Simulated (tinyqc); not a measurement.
Decay of LO phonons and the hot-phonon bottleneck in the cooling of electrons: one step, computed by the program tinyqc.

n(E, T) = 1/(exp(E/(k_B T)) - 1) is the Bose occupation. Electrons have a temperature T_e; the LO modes within their reach share one occupation N; the decay products stay at the lattice temperature.

Problem. Electron and phonon temperatures in closed form. Net emission per electron: [(N + 1) x - N]/tau_sp with x = exp(-hbar omega/(k_B T_e)), a simple two-level balance; steady state of the modes: n [(N + 1) x - N]/tau_sp = N_m (N - N_0)/tau; power per electron P = hbar omega [(N + 1) x - N]/tau_sp. With p = P tau_sp/(hbar omega): N = N_0 + r p and x = (p + N)/(N + 1); without hot phonons N = N_0. The mode temperature T_LO solves n(hbar omega, T_LO) = N.

Inputs (values chosen for the exercise, modelled on indium arsenide):
```
quantity                       value    unit
LO energy hbar omega            30.5     meV
lattice temperature T            300       K
electron mass m*               0.026     m_0
electron density n             9e+17  1/cm^3
power supplied per electron P   0.24      nW
```

Decay channel: two unequal phonons (Ridley).

emission time tau_sp = 213.3748 fs

equilibrium LO occupation N_0 = 0.4437149

bottleneck ratio r = 0.1111502

Constants: e = 1.602176634e-19 C; k_B = 8.617333262e-05 eV/K.

Give: reduced power p; LO occupation N; electron temperature T_e; T_e without hot phonons; mode temperature T_LO.

Solution.

reduced power p = 0.010480

LO occupation N = 0.44488

electron temperature T_e = 306.52 K

T_e without hot phonons = 306.06 K

mode temperature T_LO = 300.46 K

Caution: the electrons are degenerate; Pauli blocking and the Fermi energy, left out here, matter.
